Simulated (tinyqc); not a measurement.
Relaxation at fixed composition: composition and strain of an epitaxial Si(1-x)Ge(x) layer from Raman and X-ray peaks. Computed by tinyqc, a small Python program. Command: `OMP_NUM_THREADS=1 python tinyqc.py 3005021 3005022 out.jsonl epiraman walk`. One thread of a shared host (Intel(R) Xeon(R) Processor @ 2.30GHz), about 0.01 s of CPU time with the checks.

A (001) layer, biaxially strained in the plane. The Raman peaks follow empirical lines omega = w0 + c1 x + c3 x^3 + b eps (c3 for Si-Ge alone), with eps the in-plane strain.

Inputs (values chosen for the exercise, modelled on silicon-germanium): Ge fraction x = 0.71; lattice constant of Si = 5.431 angstrom; lattice constant of Ge = 5.658 angstrom; bowing B = 0.026 angstrom; 2 C12/C11 of Si = 0.778; 2 C12/C11 of Ge = 0.748; Si-Si: w0 = 520.9 1/cm; Si-Si: c1 = -65.6 1/cm; Si-Si: strain coefficient b = -776 1/cm; Ge-Ge: w0 = 280.2 1/cm; Ge-Ge: c1 = 19.2 1/cm; Ge-Ge: strain coefficient b = -460 1/cm; X-ray wavelength = 1.540598 angstrom.

Substrate: silicon.

Method:
- Relaxed lattice constant a(x) = a_Si + (a_Ge - a_Si) x - B x (1 - x).
- In-plane constant a_par = a_sub + R (a(x) - a_sub); eps = a_par/a(x) - 1; eps_perp = -(2 C12/C11) eps with 2 C12/C11 linear in x; a_perp = a(x) (1 + eps_perp).
- (004) Bragg angle theta = arcsin(2 lambda/a), with a = a_perp for the layer and a_sub for the substrate; separation = layer less substrate. The apparent x is the one that a fully strained layer (R = 0) would need to give the same a_perp.

Signatures; columns: (1) R; (2) eps (per mille); (3) Si-Si (1/cm); (4) Ge-Ge (1/cm); (5) a_perp (angstrom); (6) (004) separation (arcsec); (7) apparent x if R = 0 is assumed:
```
(1)       (2)     (3)     (4)     (5)      (6)      (7)
0.00  -27.890  495.97  306.66  5.7047  -6743.7  0.71000
0.15  -23.707  492.72  304.74  5.6870  -6331.8  0.66703
0.30  -19.523  489.47  302.81  5.6694  -5916.7  0.62372
0.50  -13.945  485.15  300.25  5.6458  -5358.4  0.56540
0.70   -8.367  480.82  297.68  5.6222  -4794.5  0.50641
0.85   -4.184  477.57  295.76  5.6045  -4367.7  0.46172
1.00    0.000  474.32  293.83  5.5868  -3937.6  0.41663
```

What follows from these numbers?

Full relaxation moves the Si-Si peak by -21.64 per cm and shrinks the X-ray separation to 58 % of its strained value, about 1/(1 + 2 C12/C11). A symmetric reflection alone cannot part x from R: a relaxed layer read as strained gives x = 0.417 in place of 0.71. An asymmetric reflection or a second peak is needed.

Extremes, crossings and ranges named in words are read from the listed rows.
